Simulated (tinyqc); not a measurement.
## Bandgap voltage reference from two bipolar transistors: output against temperature

Two transistors of area 1 and N carry the same current I. Is(T) = Is (T/T0)^eta exp[(Vg0 q/kB)(1/T0 - 1/T)], VBE1 = Vt ln(I/Is(T)) + I rb, VBE2 = Vt ln(I/(N Is(T))) + I rb/N. The amplifier forces I R1(T) = VBE1 - VBE2 + Vos, with R(T) = R (1 + tc (T - T0)) for both resistors, and the output is Vref = VBE1 + I R2(T). Base currents and the Early effect are neglected.

Vt = kB T/q; I = (Vt ln N + Vos)/(R1(T) - rb (1 - 1/N)).

Inputs (values chosen for the exercise); values of the order met in silicon bipolar transistors:

| symbol | value | unit | meaning |
|---|---|---|---|
| T0 | 300 | K | reference temperature |
| Vg0 | 1.146 | V | band-gap voltage extrapolated to 0 K |
| eta | 3.3 |  | temperature exponent of the saturation current |
| Is | 9.7e-17 | A | saturation current of the unit transistor at T0 |
| N | 15 |  | area ratio of the second transistor |
| R1 | 4.2 | kohm | resistor across which the difference of VBE falls, at T0 |
| tc | 0 | ppm/K | temperature coefficient of both resistors |
| Vos | 0 | mV | offset of the amplifier |
| rb | 79 | ohm | series resistance of the unit transistor |
| R2 | 31.05 | kohm | output resistor at T0 |

Constants: q = 1.602176634e-19 C, kB = 1.380649e-23 J/K. Results are converted to the units shown.

Results:
```
T (K),I (uA),VBE1 (V),I R2 (V),Vref (V),Vref - Vref(T0) (mV),dVref/dT (uV/K)
218,12.329,0.81433,0.38282,1.1971,-0.25291,36.406
233,13.177,0.78843,0.40916,1.1976,0.19317,23.218
253,14.308,0.75361,0.44428,1.1979,0.49207,6.8957
273,15.440,0.71848,0.47940,1.1979,0.47727,-8.1837
323,18.267,0.62941,0.56720,1.1966,-0.78859,-41.517
348,19.681,0.58428,0.61110,1.1954,-2.0135,-56.293
373,21.095,0.53880,0.65500,1.1938,-3.5947,-70.043
398,22.509,0.49299,0.69890,1.1919,-5.5082,-82.901
423,23.923,0.44686,0.74280,1.1897,-7.7332,-94.975
```

Estimate the missing row, T = 298 K.

Computed row:
```
T (K),I (uA),VBE1 (V),I R2 (V),Vref (V),Vref - Vref(T0) (mV),dVref/dT (uV/K)
298,16.853,0.67415,0.52330,1.1974,0.052428,-25.550
```

With this row back in the table: VBE1 falls by 1.79 mV/K on average and I R2 rises by 1.76 mV/K. The slope of Vref vanishes at T = 262 K. Between 233 and 398 K Vref spans 6.03 mV, or 30.6 ppm/K by the box method (span over the average over T, over 165 K).

Computed by the program tinyqc: `OMP_NUM_THREADS=1 python tinyqc.py 2062141 2062142 out.jsonl`, one thread of a shared Intel Xeon 2.30GHz, about 0.03 s for the whole run.
